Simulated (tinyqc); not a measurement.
# Electron density from the filling shift

Inverse problem. At zero temperature the Burstein-Moss shift of one parabolic valley is (C/me + C/mh) kF^2 with kF = (3 pi^2 n)^(1/3), C = hbar^2/(2 m0). Find kF and n.

Parameters, values chosen for the exercise: electron mass me = 0.0412 m0; hole mass mh = 0.449 m0.

Constants: q = 1.602176634e-19 C, hbar = 1.054571817e-34 J s, m0 = 9.1093837015e-31 kg, hbar^2/(2 m0) = 0.0380998212 eV nm^2. Results are converted to the units shown.

filling shift = 274.95451 meV

Answer. The shift gives kF^2, and n = kF^3/(3 pi^2).

kF = 0.522 1/nm
n = 4.80e18 cm^-3

Numbers from tinyqc (`OMP_NUM_THREADS=1 python tinyqc.py 2330160 2330161 out.jsonl`; about 0.01 s on one thread of a shared Intel Xeon 2.30GHz).
